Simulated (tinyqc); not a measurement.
Worked calculation: coherent transport through a tight-binding region between two chains. Computed by tinyqc, a small Python program that keeps every step. Settings: temperature = 4, mu = 0.06. Command: `OMP_NUM_THREADS=1 python tinyqc.py 26006 26007 out.jsonl` (the two numbers bound the seeds that draw the settings). One thread of a shared host (Intel(R) Xeon(R) Processor @ 2.60GHz), about 0.08 s of CPU time with the checks.

## Transmission at E = -0.93 eV

H of the central region (eV):
```
[[-0.8000, -0.6300, 0.0000, 0.0000, 0.0000],
 [-0.6300, -0.6700, -1.9100, 0.0000, 0.0000],
 [0.0000, -1.9100, 0.2600, -1.9100, 0.0000],
 [0.0000, 0.0000, -1.9100, 0.0600, -1.9100],
 [0.0000, 0.0000, 0.0000, -1.9100, -0.6600]]
```

Leads: semi-infinite chains with site energy 0:
```
parameter                           value
lead hopping t (eV)              2.700000
coupling to the left lead (eV)   1.410000
coupling to the right lead (eV)  1.160000
left contact site                       1
right contact site                      5
```

E = -0.9300 eV

Surface Green function g = (E - i sqrt(4 t^2 - E^2)) / (2 t^2); self-energy tc^2 g on each contact site; G = (E - H - Sigma)^(-1); Gamma = -2 Im Sigma; T = Gamma_L Gamma_R |G_LR|^2; local density of states -Im G_ii / pi.

g = -0.0638-0.3648i 1/eV

G (1/eV):
```
[[-0.2391-1.2093i, 0.1938+0.2691i, 0.1052+0.4355i, -0.1282+0.0022i, -0.1717-0.4344i],
 [0.1938+0.2691i, 0.3108-0.2217i, 0.5020-0.1189i, 0.0019+0.1476i, -0.5010+0.1955i],
 [0.1052+0.4355i, 0.5020-0.1189i, 0.0336-0.1598i, 0.0425+0.0194i, -0.0116+0.1699i],
 [-0.1282+0.0022i, 0.0019+0.1476i, 0.0425+0.0194i, 0.0246-0.1355i, 0.4938-0.0896i],
 [-0.1717-0.4344i, -0.5010+0.1955i, -0.0116+0.1699i, 0.4938-0.0896i, 0.2675-0.2163i]]
```

local density of states (1/eV): [0.3849, 0.0706, 0.0509, 0.0431, 0.0689]

transmission = 0.3107

## Transmission across the band

The same steps on a grid of energies.

T(E):
```
E (eV)            T
-5.130000  2.75e-06
-4.617000  3.54e-05
-4.104000  4.02e-04
-3.591000    0.0114
-3.078000    0.1290
-2.565000    0.0958
-2.052000    0.5319
-1.539000    0.6095
-1.026000    0.3348
-0.513000    0.2023
0.000000     0.1342
0.513000     0.2251
1.026000     0.2616
1.539000     0.0218
2.052000     0.0066
2.565000     0.0055
3.078000     0.1644
3.591000   4.96e-04
4.104000   3.82e-05
4.617000   4.89e-06
5.130000   4.88e-07
```

levels of the isolated region (eV): [-3.2247, -1.8107, -0.6922, 0.8525, 3.0651]

## Current

I = (2e/h) int T(E) [f(E - mu - V/2) - f(E - mu + V/2)] dE at 4 K with mu = 0.06 eV, the bias not changing H; 2e^2/h = 77.48092 microsiemens; the integral runs over the band on 4001 points.

Current:
```
V (volt)  I (microampere)
0.0100             0.1035
0.0500             0.5187
0.1000             1.0366
0.2000             2.0836
0.4000             4.2478
0.8000             9.2177
```
